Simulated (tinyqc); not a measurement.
Graded p-n junction, non-linear Poisson equation by Newton steps: one step of the calculation.

One dimension, p side on the left, n side on the right; net doping C = (Nd - Na)/2 + ((Nd + Na)/2) tanh(x/Lg). The potential psi is counted from the intrinsic level, and the quasi-Fermi potentials are flat: 0 for holes and -V for electrons, so n = ni exp((psi + V)/Vt) and p = ni exp(-psi/Vt) (Boltzmann statistics, full ionisation, no current).

Problem. Newton step. Solve the tridiagonal system a_(i-1) d_(i-1) + b_i d_i + a_i d_(i+1) = -F_i for nodes 1 to 14, with d = 0 on fixed nodes. If the largest |d| exceeds 4 Vt, the whole step is scaled down so that it equals 4 Vt.

Inputs (values chosen for the exercise): temperature T = 273 K.

Constants: q = 1.602176634e-19 C, kB = 1.380649e-23 J/K, Vt = kB T/q. Results are converted to the units shown.

coupling a_i, interval 0 to 14 (F/cm^2): [1.7820454e-7, 2.0403128e-7, 2.3463598e-7, 2.7073382e-7, 3.1779139e-7, 3.6377671e-7, 4.2024354e-7, 4.8545375e-7, 4.3720990e-7, 3.9324465e-7, 3.5640908e-7, 3.1995815e-7, 2.8730936e-7, 2.5596652e-7, 2.3463598e-7]

```
node  diagonal b (F/cm^2)  residual F (C/cm^2)
1           -1.5501365e-5                   ~0
2           -1.3616105e-5        5.0835134e-16
3           -1.1936663e-5        1.0782924e-13
4           -1.0331101e-5        1.0883282e-11
5           -8.5575938e-6        5.2963132e-10
6           -5.5914866e-6         1.3849793e-8
7           -1.5479960e-6         2.0986787e-7
8           -6.9306104e-6        -1.2519899e-7
9           -1.5624571e-5        -4.9807416e-9
10          -1.9380976e-5       -2.2461504e-10
11          -2.1891681e-5       -6.6802557e-12
12          -2.4342663e-5       -1.2679036e-13
13          -2.7102128e-5       -1.5079664e-15
14          -2.9860444e-5       -1.0207328e-17
```

psi after iteration 1, node 0 to 15 (V): [-0.25905861, -0.25905856, -0.25905727, -0.25903755, -0.25883010, -0.25732320, -0.24898929, -0.20502989, 0.17812195, 0.19684307, 0.19986942, 0.20049314, 0.20059880, 0.20061301, 0.20061452, 0.20061465]

Find: Newton step d, before damping; psi after iteration 2.

Solution.

Newton step d, before damping, node 1 to 14 (V): [0.0000, 0.0000, 0.0000, 0.0000, 0.0006, 0.0128, 0.1364, -0.0085, -0.0006, 0.0000, 0.0000, 0.0000, 0.0000, 0.0000]
psi after iteration 2, node 0 to 15 (V): [-0.2591, -0.2591, -0.2591, -0.2590, -0.2588, -0.2569, -0.2402, -0.1109, 0.1722, 0.1965, 0.1999, 0.2005, 0.2006, 0.2006, 0.2006, 0.2006]

Program tinyqc, `OMP_NUM_THREADS=1 python tinyqc.py 2000081 2000082 out.jsonl`; Intel Xeon 2.30GHz, shared host, one thread, about 0.04 s.

~0 in a residual or rate marks an entry under 1e-11 of the largest of its column.
